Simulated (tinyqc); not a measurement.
Worked calculation: bound state in one dimension: Numerov shooting, finite differences, DVR. Computed by tinyqc, a small Python program that keeps every step. Settings: points = 96. Command: `OMP_NUM_THREADS=1 python tinyqc.py 20620 20621 out.jsonl` (the two numbers bound the seeds that draw the settings). One thread of a shared host (Intel(R) Xeon(R) Processor @ 2.60GHz), about 0.01 s of CPU time with the checks.

## Numerov steps at E = -12.46

One particle of mass 1 in V = -12.71 exp(-x^2/1.73^2) (atomic units), psi = 0 at both ends:
```
parameter                value
left end                    -7
right end                    7
intervals                   96
h                     0.145833
state sought (nodes)         2
```

k_i = 2 m (E - V_i); (1 + h^2 k_(i+1)/12) y_(i+1) = 2 (1 - 5 h^2 k_i/12) y_i - (1 + h^2 k_(i-1)/12) y_(i-1), from y_0 = 0, y_1 = 0.001.

Points along the way:
```
i           x          V           k               y
0   -7.000000  -9.86e-07  -24.919998        0.000000
1   -6.854167  -1.94e-06  -24.919996        0.001000
2   -6.708333  -3.75e-06  -24.919992        0.002554
3   -6.562500  -0.000007  -24.919986        0.005525
4   -6.416667  -0.000013  -24.919973        0.011560
5   -6.270833  -0.000025  -24.919950        0.024004
32  -2.333333  -2.061160  -20.797680  6918863.925600
33  -2.187500  -2.569093  -19.781813        1.35e+07
34  -2.041667  -3.157010  -18.605981        2.59e+07
35  -1.895833  -3.824721  -17.270557        4.88e+07
36  -1.750000  -4.568268  -15.783465        9.01e+07
37  -1.604167  -5.379367  -14.161267        1.62e+08
```

## Bisection on the node count

With more sign changes than the state has nodes (the last point included) the energy is too high, else too low; the bracket starts as -12.46 to -0.05.

Trials:
```
trial            E  sign changes  y at the right end   next
1      -6.25500000             3           -2.54e+11  lower
2      -9.35750000             1           -3.54e+17  raise
3      -7.80625000             2            1.81e+15  raise
4      -7.03062500             2            1.09e+14  raise
5      -6.64281250             2            1.50e+13  raise
6      -6.44890625             2            3.57e+12  raise
7      -6.35195312             2            1.08e+12  raise
8      -6.30347656             2            3.01e+11  raise
9      -6.27923828             3           -1.00e+09  lower
10     -6.29135742             2            1.44e+11  raise
11     -6.28529785             2            6.97e+10  raise
12     -6.28226807             2            3.39e+10  raise
13     -6.28075317             2            1.64e+10  raise
14     -6.27999573             2            7.66e+09  raise
...            ...           ...                 ...    ...
29     -6.27932624             2            1.57e+05  raise
30     -6.27932622             2            2.53e+04  raise
31     -6.27932622             3           -4.07e+04  lower
```

eigenvalue = -6.27932622 hartree

## The same grid by other methods

Three-point finite differences and the sine-DVR kinetic matrix of Colbert and Miller on the same points.

Lowest levels (hartree):
```
state  finite differences         DVR
0              -11.320627  -11.315736
1               -8.681223   -8.659826
2               -6.325593   -6.278725
3               -4.267519   -4.195075
4               -2.530574   -2.441255
```
